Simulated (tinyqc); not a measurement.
p-type polysilicon, carrier trapping at grain boundaries: two steps of the calculation.

One-dimensional grains of size Lg, uniform ionised doping N, monovalent traps Qt at each boundary at a depth Et below (for electrons) or above (for holes) the band edge there, abrupt depletion of width W on each side of a boundary, Boltzmann statistics. xi is the distance from the band edge at the grain centre to the Fermi level. Trapped charge Qt/(1 + exp((xi + VB - Et)/Vt)) = 2 N W, barrier VB = q N W^2/(2 eps0 eps_r).

Values chosen for this exercise; values of the order met in polycrystalline silicon:
- T = 400 K (temperature)
- eps_r = 11.7 (relative permittivity)
- NB = 4.08e19 cm^-3 (valence-band density of states at T)
- Lg = 56 nm (grain size)
- Qt = 1.4e12 cm^-2 (trap density of a grain boundary)
- Et = 0.45 eV (depth of the trap level from the majority band edge at the boundary)
- ms = 0.34 m0 (mass for thermionic emission)
- fe = 1 (correction factor of the emission rate)
- mug = 140 cm^2/(V s) (mobility inside the grains)
- N = 7e16 cm^-3 (doping)

Constants: q = 1.602176634e-19 C, kB = 1.380649e-23 J/K, m0 = 9.1093837015e-31 kg, Vt = kB T/q, eps0 = 8.8541878128e-14 F/cm where lengths are in cm. Results are converted to the units shown.

Problem 1. Depletion width, Fermi level and barrier. If the trap equation with xi = Vt ln(NB/N) has a root W < Lg/2, the grain is partly depleted; otherwise W = Lg/2 and the trap equation gives xi = Et - VB + Vt ln(Qt/(N Lg) - 1). N* = Qt/Lg.

Give: N*; W; xi; VB; share of traps filled.

Solution 1.

N* = 2.500e17 cm^-3
W = 28.00 nm
xi = 0.4401 V
VB = 0.04244 V
share of traps filled = 0.2800

N is 0.280 N*, and the grain is fully depleted; VB = 1.23 Vt.

Problem 2. Resistivity and effective mobility. n0 = NB exp(-xi/Vt); mean density n0 (1 - 2 W/Lg) by charge balance in a partly depleted grain, and n0 (sqrt(pi)/2) erf(u)/u with u = sqrt(VB/Vt) in a fully depleted one; v = sqrt(kB T/(2 pi ms m0)); barrier resistivity Vt exp(VB/Vt)/(q fe n0 v Lg); grain resistivity (1 - 2 W/Lg)/(q n0 mug); effective mobility 1/(q mean density total resistivity).

W = 28 nm
xi = 0.44011647 V
VB = 0.042438489 V

Wanted: n0; mean density; v; barrier resistivity; grain resistivity; resistivity; effective mobility.

Solution 2.

n0 = 1.163e14 cm^-3
mean density = 8.203e13 cm^-3
v = 5.327e6 cm/s
barrier resistivity = 212.5 ohm cm
grain resistivity = 0.000 ohm cm
resistivity = 212.5 ohm cm
effective mobility = 358.1 cm^2/(V s)

The resistivity is 334 times that of a single crystal with the same N and mobility mug, and the mean density is 0.117 % of N. The effective mobility exceeds mug only because drift through the depleted grain is left out.

tinyqc, about 0.01 s, one thread, Intel Xeon 2.30GHz (shared host): `OMP_NUM_THREADS=1 python tinyqc.py 2830098 2830099 out.jsonl`
